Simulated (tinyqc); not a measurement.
Transverse acoustic branch against its sound line: Keating valence-force model of a tetrahedral crystal. Computed by tinyqc, a small Python program. Command: `OMP_NUM_THREADS=1 python tinyqc.py 3008094 3008095 out.jsonl keating walk`. One thread of a shared host (Intel(R) Xeon(R) Processor @ 2.30GHz), about 0.03 s of CPU time with the checks.

Atom A sits at 0 and atom B at a/4 (1,1,1) of an fcc lattice; the four bonds from A are t = a/4 (1,1,1), a/4 (1,-1,-1), a/4 (-1,1,-1), a/4 (-1,-1,1), of length d = sqrt(3) a/4. Energy: E = (3 alpha/(8 d^2)) sum over bonds (r.r - d^2)^2 + (3 beta/(8 d^2)) sum over pairs of bonds at one atom (r_i.r_j + d^2/3)^2; both atoms have the mass M. The cell holds two atoms, Omega = a^3/4. 1 N/m = 1 J/m^2. With constants fitted to the elastic moduli this model puts optical and zone-boundary frequencies of real crystals too high, by up to about 20 % in elemental crystals and up to about 50 % in compounds, and mostly by more for TA modes; in compounds the lattice part of the static dielectric constant then comes out too low.

Inputs (values chosen for the exercise, modelled on germanium):
```
quantity               value      unit
lattice constant a     5.658  angstrom
atomic mass M          72.63         u
bond stretching alpha   39.7       N/m
bond bending beta       11.7       N/m
```

Structure: diamond.

Constants: nu for 1 eV/(angstrom^2 u) = 15.6333042 THz; 1 eV/angstrom^2 = 16.02176634 J/m^2; u = 1.6605390666e-27 kg.

Method:
- C11 = (alpha + 3 beta)/a, C12 = (alpha - beta)/a, C44 = 4 alpha beta/(a (alpha + beta)); with the two sublattices clamped C44(0) = (alpha + beta)/a; internal-strain parameter zeta = (alpha - beta)/(alpha + beta); B = (C11 + 2 C12)/3.
- With displacements u exp(i q.r), each bracket changes by g.u, where g = (g_A, g_B): bond t, g = (-2 t, 2 t exp(i q.t)); pair (i, j) at A, g = (-(t_i + t_j), t_i exp(i q.t_j) + t_j exp(i q.t_i)); pair at B, g = (-t_i exp(-i q.t_j) - t_j exp(-i q.t_i), t_i + t_j). Then D_mn = sum over the 4 bonds and 12 pairs of (4 k/a^2) conj(g_m) g_n / sqrt(M_m M_n), with k = alpha or beta converted to eV/angstrom^2.
- An eigenvalue lambda of D in eV/(angstrom^2 u) gives nu = 15.6333042 THz x sqrt(lambda).
- The sound line is nu = v q/(2 pi) with v = sqrt(C44/rho), rho = (M_A + M_B)/Omega; the clamped line uses C44(0).

C44 = 63.8867 GPa

clamped C44(0) = 90.8448 GPa

Frequencies (THz) along G-X; columns: (1) q (2 pi/a); (2) lowest branch; (3) sound line, relaxed C44; (4) sound line, clamped C44(0); (5) third-lowest frequency; (6) highest frequency:
```
(1)      (2)     (3)     (4)     (5)     (6)
0.05  0.3059  0.3060  0.3649  0.4400  9.2893
0.15  0.9141  0.9181  1.0948  1.3148  9.2577
0.30  1.8033  1.8362  2.1897  2.5947  9.1478
0.45  2.6393  2.7544  3.2845  3.8068  8.9534
0.60  3.3850  3.6725  4.3793  4.9227  8.6600
0.75  3.9850  4.5906  5.4741  5.9200  8.3954
0.90  4.3573  5.5087  6.5690  6.7834  8.2084
1.00  4.4338  6.1208  7.2988  7.2809  8.1673
```

What follows from these numbers?

At small q the branch follows the relaxed line (1.000 of it, against 0.838 of the clamped one): in a long shear wave the sublattices shift against each other. At X it reaches 72 % of the relaxed line. Real tetrahedral semiconductors have flatter TA branches than a Keating model fitted to their elastic constants, which needs longer-ranged terms to mend.

Extremes, crossings and ranges named in words are read from the listed rows.
